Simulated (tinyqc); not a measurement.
Band edges of strained Si(1-x)Ge(x) on relaxed Si(1-y)Ge(y): one step. Gap and offsets against the buffer. Three cases, with inputs chosen for the exercise.

Task: Buffer: Ev(y) and Ec = Ev(y) + min(ED, EL). dEc = Ec(buffer) - Ec(layer), dEv = Ev(layer) - Ev(buffer); positive values confine the carrier in the layer; type I if both have one sign.

Give: gap of the strained layer; gap of the buffer; dEc; dEv.

Case 1.

Interpolated values (a in angstrom, C11, C12, C44 in GPa, all else in eV):
```
symbol       layer      buffer
a         5.438000    5.462310
Dso       0.045000    0.071950
av        2.450000    2.314700
b        -2.090000   -2.141700
d        -4.790000   -4.845000
C11     167.700000  163.487000
C12      63.900000   62.250000
C44      80.000000   78.658000
Ev        0.000000    0.069300
ED        1.160000    1.112858
EL        2.012000    1.870980
aD        1.780000    1.729400
aL       -3.030000   -3.031100
XuD       9.410000    9.444100
XuL      15.750000   15.679600
```

valley edges (eV): Delta x 1.189494, Delta y 1.189494, Delta z 1.189494, L [111] 1.940350, L [1-1-1] 2.030491, L [-11-1] 2.030491, L [-1-11] 2.030491

edges from the top (eV): [0.043738, -0.000724, -0.036767]

Result:

gap of the strained layer = 1.1458 eV
gap of the buffer = 1.1129 eV
dEc = -0.0073 eV
dEv = -0.0256 eV

Type I: electrons collect in the buffer (7 meV) and holes in the buffer (26 meV). The relaxed layer would have a gap of 1.160 eV, so strain has moved it by -14 meV. An offset this small is within the spread of published parameter sets, so the type is not settled by this model.

Case 2.

Interpolated values (a in angstrom, C11, C12, C44 in GPa, all else in eV):
```
symbol       layer      buffer
a         5.663000    5.556007
Dso       0.292000    0.185360
av        1.240000    1.777500
b        -2.570000   -2.355000
d        -5.350000   -5.139300
C11     128.100000  143.924000
C12      48.900000   55.049000
C44      66.100000   72.077000
Ev        0.630000    0.359100
ED        0.935000    0.993712
EL        0.737000    1.280520
aD        1.230000    1.449300
aL       -2.610000   -2.949700
XuD       9.560000    9.383700
XuL      14.720000   15.279000
```

valley edges (eV): Delta x 1.537176, Delta y 1.537176, Delta z 1.405216, L [111] 1.542287, L [1-1-1] 1.271374, L [-11-1] 1.271374, L [-1-11] 1.542287

edges from the top (eV): [0.676463, 0.562572, 0.250813]

Result:

gap of the strained layer = 0.5949 eV
gap of the buffer = 0.9937 eV
dEc = 0.0814 eV
dEv = 0.3174 eV

Type I: electrons collect in the layer (81 meV) and holes in the layer (317 meV). The relaxed layer would have a gap of 0.737 eV, so strain has moved it by -142 meV.

Case 3.

Interpolated values (a in angstrom, C11, C12, C44 in GPa, all else in eV):
```
symbol       layer      buffer
a         5.528912    5.437000
Dso       0.151070    0.044000
av        1.914000    2.430000
b        -2.296400   -2.090000
d        -5.010700   -4.800000
C11     149.350000  164.400000
C12      57.164000   63.700000
C44      74.041000   78.900000
Ev        0.309600    0.000000
ED        0.998880    1.146000
EL        1.464640    2.003000
aD        1.433800    1.580000
aL       -3.183500   -3.420000
XuD       9.298600    9.290000
XuL      15.765800   16.600000
```

valley edges (eV): Delta x 1.148805, Delta y 1.148805, Delta z 1.421716, L [111] 1.800293, L [1-1-1] 1.800293, L [-11-1] 1.800293, L [-1-11] 1.800293

edges from the top (eV): [0.337719, 0.265179, 0.056993]

Result:

gap of the strained layer = 0.8111 eV
gap of the buffer = 1.1460 eV
dEc = -0.0028 eV
dEv = 0.3377 eV

Type II: electrons collect in the buffer (3 meV) and holes in the layer (338 meV). The relaxed layer would have a gap of 0.999 eV, so strain has moved it by -188 meV. An offset this small is within the spread of published parameter sets, so the type is not settled by this model.

Computed by tinyqc, one run a case: `OMP_NUM_THREADS=1 python tinyqc.py N N+1 out.jsonl` with N = 1080830, 1080922, 1081066; one thread of a shared Intel(R) Xeon(R) Processor @ 2.30GHz, about 0.02 s a run at most.
